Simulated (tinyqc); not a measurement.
Octagonal on-chip spiral inductor, lumped pi model: one step of the calculation.

Outer diameter do = di + 2 n wd + 2 (n - 1) sp, mean da = (do + di)/2, fill p = (do - di)/(do + di), length l = 3.314 n da. L = 2.25 mu0 n^2 da/(1 + 3.55 p), mu0 = 4 pi 1e-7 H/m. Rs = rho l/(wd delta (1 - exp(-th/delta))), delta = sqrt(rho/(pi f mu0)). Cs = n wd^2 eps0 eo/hu across the coil. At each end Cox = l wd eps0 eo/(2 ho) leads to the substrate branch Rsi = 2 rs he/(l wd) in parallel with Csi = l wd eps0 11.7/(2 he). With one end grounded Y = 1/(Rs + i w L) + i w Cs + 1/[1/(i w Cox) + 1/(1/Rsi + i w Csi)], w = 2 pi f; Q = -Im Y/Re Y. Eddy currents in neighbouring turns and in the substrate are left out.

Question. Geometry and model elements. do, l, L, delta, Rs, Cs, Cox, Rsi and Csi as defined.

Parameters, values chosen for the exercise; values of the order met in silicon radio-frequency processes:
- n = 4.5 (number of turns)
- wd = 4 um (line width)
- sp = 3 um (space between turns)
- di = 40 um (inner diameter)
- th = 3 um (metal thickness)
- rho = 3 uohm cm (metal resistivity)
- ho = 5 um (oxide below the coil)
- hu = 1 um (oxide between coil and underpass)
- eo = 4.1 (relative permittivity of the oxide)
- rs = 10 ohm cm (substrate resistivity)
- he = 30 um (effective spreading depth in the substrate)
- f = 12 GHz (frequency)

Constants: eps0 = 8.8541878128e-12 F/m. Results are converted to the units shown.

Give: do; l; L; delta; Rs; Cs; Cox; Rsi; Csi.

Answer.

do = 97.000 um
l = 1021.5 um
L = 1.5834 nH
delta = 0.79577 um
Rs = 9.8550 ohm
Cs = 2.6138 fF
Cox = 14.834 fF
Rsi = 1468.4 ohm
Csi = 7.0550 fF

Numbers from tinyqc (`OMP_NUM_THREADS=1 python tinyqc.py 2302071 2302072 out.jsonl`; about 0.01 s on one thread of a shared Intel Xeon 2.30GHz).
